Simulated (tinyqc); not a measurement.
Pi bands of a honeycomb layer in tight binding: one step. H and S at one k. Three cases, with inputs chosen for the exercise.

Problem. Form f, w, F and the two matrices.

Lattice vectors a (1,0) and a (1/2, sqrt3/2); f = exp(i ky a/sqrt3) + 2 cos(kx a/2) exp(-i ky a/(2 sqrt3)), w = |f|. H = [[D - t2 F, -t f], [., -D - t2 F]] with F = w^2 - 3, S = [[1, s0 f], [., 1]]; the levels solve det(H - E S) = 0. K = (4 pi/3a, 0), M = (pi/a, pi/(sqrt3 a)); w = 3, 1, 0 at Gamma, M, K.

Case 1.

Values chosen (of the size used for hexagonal BN; not measured data): a = 2.5 angstrom (lattice constant); t = 2.36 eV (nearest hopping); t2 = 0.16 eV (second-neighbour hopping); s0 = 0.089 (overlap of neighbours); D = 2.96 eV (+D on A, -D on B); k = (1.58, 0.52) 1/angstrom (wave vector).

Case 2.

Values chosen (of the size used for graphene; not measured data): a = 2.46 angstrom (lattice constant); t = 3.06 eV (nearest hopping); t2 = 0.28 eV (second-neighbour hopping); s0 = 0.082 (overlap of neighbours); D = 0 eV (+D on A, -D on B); k = (0.87, 0.67) 1/angstrom (wave vector).

Case 3.

Values chosen (of the size used for graphene; not measured data): a = 2.46 angstrom (lattice constant); t = 3.06 eV (nearest hopping); t2 = 0 eV (second-neighbour hopping); s0 = 0.119 (overlap of neighbours); D = 0 eV (+D on A, -D on B); k = (1.34, 0.87) 1/angstrom (wave vector).

Give: f; w; F; H; S.

Solution.

Case 1.

f = -0.00052+0.97035i
w = 0.97035
F = -2.05842

H (eV):
```
                A               B
A          3.2893  0.0012-2.2900i
B  0.0012+2.2900i         -2.6307
```

S:
```
                   A                  B
A            1.00000  -0.00005+0.08636i
B  -0.00005-0.08636i            1.00000
```

Case 2.

f = 1.43383+0.37458i
w = 1.48195
F = -0.80383

H (eV):
```
                 A                B
A           0.2251  -4.3875-1.1462i
B  -4.3875+1.1462i           0.2251
```

S:
```
                  A                 B
A           1.00000  0.11757+0.03072i
B  0.11757-0.03072i           1.00000
```

Case 3.

f = 0.20285+1.03394i
w = 1.05366
F = -1.88981

H (eV):
```
                 A                B
A                0  -0.6207-3.1639i
B  -0.6207+3.1639i                0
```

S:
```
                  A                 B
A           1.00000  0.02414+0.12304i
B  0.02414-0.12304i           1.00000
```

Computed by tinyqc, one run a case: `OMP_NUM_THREADS=1 python tinyqc.py N N+1 out.jsonl` with N = 1480015, 1480783, 1481082; one thread of a shared Intel(R) Xeon(R) Processor @ 2.30GHz, about 0.01 s a run at most.
